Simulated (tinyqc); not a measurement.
## Trap density from the capacitance step

Inverse problem. A junction with shallow donors Nd and a deep trap has C_HF = eps0 eps_r/W and C_LF = eps0 eps_r (Nd + Nt)/(Nd W + Nt xt), xt = W - lam. Find W, xt and Nt.

Inputs (values chosen for the exercise): relative permittivity eps_r = 16.1; shallow donor density Nd = 1.3e16 cm^-3.

Constants: eps0 = 8.8541878128e-14 F/cm where lengths are in cm. Results are converted to the units shown.

C_HF = 62.996595 nF/cm^2
C_LF = 85.173472 nF/cm^2
lam = 117.83751 nm

Answer. C_HF gives W. With y = C_LF/C_HF, Nt/Nd = (y - 1)/(1 - y xt/W).

W = 226.3 nm
xt = 108.4 nm
Nt = 1.300e16 cm^-3

Numbers from tinyqc (`OMP_NUM_THREADS=1 python tinyqc.py 2050073 2050074 out.jsonl`; about 0.01 s on one thread of a shared Intel Xeon 2.30GHz).
